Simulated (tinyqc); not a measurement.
Inside a calculation. Method: lattice vibrations of a chain. Computed by tinyqc, a small Python program that keeps every step. Command: `OMP_NUM_THREADS=1 python tinyqc.py 22302 22303 out.jsonl` (the two numbers bound the seeds that draw the settings). One thread of a shared host (Intel(R) Xeon(R) Processor @ 2.60GHz), about 0.01 s of CPU time with the checks.

## Dynamical matrix at q = 0.27

A chain moving along its axis:
```
atom  mass (u)  spring to the next atom (eV/angstrom^2)
1       5.4000                                   3.0000
2      30.8000                                  13.8000
```

q is in units of 2 pi/a. A spring k from atom i to atom j, n cells on, adds k to Phi_ii and Phi_jj, -k exp(2 pi i q n) to Phi_ij and the conjugate to Phi_ji (for one atom a cell: 2k (1 - cos 2 pi q n)); D_ij = Phi_ij / sqrt(m_i m_j).

D(q) (eV/(angstrom^2 u)):
```
                 1                2
1           3.1111  -0.0985+1.0616i
2  -0.0985-1.0616i           0.5455
```

## Frequencies

omega^2 are the eigenvalues; wavenumber = 521.4708 sqrt(eigenvalue) 1/cm.

eigenvalues: 0.1602  3.4963

wavenumbers (1/cm): 208.7  975.1

weights |e|^2 of the mass-weighted modes:
```
        mode 1  mode 2
atom 1  0.1155  0.8845
atom 2  0.8845  0.1155
```

## Dispersion and heat capacity

C/k_B per atom = mean over q = (j + 1/2)/80, j = 0..39 and all branches of y^2 e^y/(e^y - 1)^2, y = hc wavenumber / k_B T.

Wavenumbers (1/cm):
```
q       branch 1  branch 2
0.0000    0.0000  997.1643
0.0625   53.1625  995.7461
0.1250  104.7126  991.6511
0.1875  152.9899  985.3581
0.2500  196.2522  977.6613
0.3125  232.6777  969.6379
0.3750  260.4407  962.5524
0.4375  277.8952  957.6591
0.5000  283.8583  955.9085
```

Heat capacity:
```
T (K)  C/k_B per atom
20             0.0539
50             0.1434
100            0.2949
200            0.4486
300            0.5679
600            0.8133
1200           0.9442
```

zero-point energy per atom = 35.8059 meV
